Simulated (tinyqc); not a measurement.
Changing the pulse height V: switching kinetics of a ferroelectric film and the memory window of a ferroelectric gate stack. Computed by tinyqc, a small Python program. Command: `OMP_NUM_THREADS=1 python tinyqc.py 3029848 3029849 out.jsonl feswitch sweep`. One thread of a shared host (Intel(R) Xeon(R) Processor @ 2.30GHz), about 0.04 s of CPU time with the checks.

Fields in MV/cm; 1 microcoulomb/cm^2 over eps_0 is 11.29409 MV/cm. In the stack (metal, ferroelectric, interlayer, channel) the channel is taken as a conductor.

Inputs (values chosen for the exercise, for a model hafnia-based film):

| quantity | value | unit |
|---|---|---|
| saturation polarisation P_s | 29 | microcoulomb/cm^2 |
| ratio P_r/P_s | 0.85 | - |
| coercive field E_c | 0.74 | MV/cm |
| permittivity of the ferroelectric eps_F | 42 | - |
| thickness t_F | 11 | nm |
| permittivity of the interlayer eps_I | 7.5 | - |
| interlayer thickness t_I | 1.4 | nm |
| share s of P screened by trapped charge | 0.71 | - |
| time constant t_inf | 3.1e-10 | s |
| activation field E_a | 4 | MV/cm |
| Merz exponent alpha | 1 | - |
| dimension n | 2 | - |
| half width w of log10 t | 0.55 | - |
| pulse length t_p | 0.00087 | s |
| breakdown field of the interlayer | 15 | MV/cm |

Kinetics: nucleation-limited (NLS).

Method. Series stack: V = E_F t_F + E_I t_I and eps_I E_I = eps_F E_F + (1 - s) P/eps_0. Before switching P = -P_r, after it P = +P_s; in retention V = 0 and P = +P_r. Merz's law: t1 = t_inf exp[(E_a/E)^alpha] at the mean of the fields before and after switching. NLS: switched share = integral of [1 - exp(-(t/tau)^n)] F(z) dz over z = log10 tau, with the Lorentzian F = (1/pi) w/[(z - log10 t1)^2 + w^2].

One run for each value:

| pulse height V (V) | switched share | switching time t1 (s) | E_F after switching (MV/cm) | E_I after switching (MV/cm) |
|---|---|---|---|---|
| 2.3 | 0.96546 | 1.0038e-08 | 0.2797 | 14.231 |
| 3.1 | 0.96803 | 3.9304e-09 | 0.7043 | 16.609 |
| 3.9 | 0.96934 | 2.2918e-09 | 1.1290 | 18.987 |
| 4.8 | 0.97021 | 1.5582e-09 | 1.6067 | 21.662 |
| 5.6 | 0.97072 | 1.2303e-09 | 2.0313 | 24.040 |
| 6.4 | 0.97109 | 1.0318e-09 | 2.4559 | 26.418 |
| 7.2 | 0.97137 | 9.0049e-10 | 2.8806 | 28.796 |
| 8.0 | 0.97159 | 8.0795e-10 | 3.3052 | 31.174 |

What does the table show?

Over the rows, switched share rises from 0.9655 to 0.9716 (exponent d ln y / d ln x 0.0089 between the first rows and 0.0021 between the last); switching time t1 (s) falls from 1.00e-8 to 8.08e-10 (exponent d ln y / d ln x -3.1 between the first rows and -1.0 between the last); E_F after switching (MV/cm) rises from 0.280 to 3.31 (exponent d ln y / d ln x 3.1 between the first rows and 1.3 between the last).  Left out: 1.50 (the pulse cannot drive the film).

Caution (rows 2.30, 3.10): E_F after switching lies below E_c, so switching stalls before P_s and that state is not reached. Caution (rows 2.30, 3.10, 3.90, 4.80, 5.60, 6.40, 7.20): the field changes much during switching, so one mean field is a crude stand-in. Caution (rows 3.10, 3.90, 4.80, 5.60, 6.40, 7.20, 8.00): the interlayer field exceeds its breakdown field, so charge injection would change the fields.
